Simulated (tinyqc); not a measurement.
Number of periods: periodic multilayer mirror for extreme ultraviolet light.

s polarisation, vacuum above. q_j = sqrt(N_j^2 - sin^2 theta); interface r_jk = (q_j - q_k)/(q_j + q_k) exp(-2 (2 pi/lam)^2 q_j q_k sg^2) (Nevot-Croce; sg = 0 if not given); phase factor of a layer x_j = exp(4 pi i q_j d_j/lam). Each period has the spacer (thickness (1 - Gm) L) on top of the absorber (Gm L). In this recursion R is the amplitude; R in tables and results is the reflectance, its squared modulus. The substrate is of the spacer material. Starting with R = 0 in it, each interface upward gives R -> (r + R x)/(1 + r R x), x that of the layer below the interface (1 for the substrate).

Parameters, chosen for this exercise (optical constants near those of Mo and Si at 13.5 nm; shifted at random, so the results belong to these values and not to a real crystal):

| symbol | value | unit | meaning |
|---|---|---|---|
| lam | 13.5 | nm | wavelength |
| dA | (0.0787, 0.00655) |  | delta and beta of the absorber, N = 1 - delta + i beta |
| dS | (0.001, 0.0017) |  | delta and beta of the spacer and the substrate |
| L | 7.08 | nm | period |
| Gm | 0.44 |  | absorber share of the period |
| theta | 9 | degrees | angle from the normal |
| sg | 0.4 | nm | interface roughness |

The last column sets both beta to zero.

Reflectance:

| periods | R | R without absorption |
|---|---|---|
| 5 | 0.115 | 0.130 |
| 10 | 0.330 | 0.408 |
| 15 | 0.505 | 0.660 |
| 20 | 0.610 | 0.823 |
| 30 | 0.692 | 0.958 |
| 40 | 0.711 | 0.991 |
| 50 | 0.715 | 0.998 |
| 60 | 0.716 | 1.000 |
| 100 | 0.716 | 1.000 |

Give the missing row, periods = 80.

Computed row:
```
periods      R  R without absorption
80       0.716                 1.000
```

R reaches 0.711 at 40 periods and 0.716 at 100; it stays within 0.01 of the last value from 40 periods on. Without absorption the last value is 1.000: absorption, not the count of layers, caps the mirror, and the roughness, which weakens each reflection, lowers that cap further.

Program tinyqc; command `OMP_NUM_THREADS=1 python tinyqc.py 1650306 1650307 out.jsonl`; about 0.01 s on one thread of a shared Intel(R) Xeon(R) Processor @ 2.30GHz.
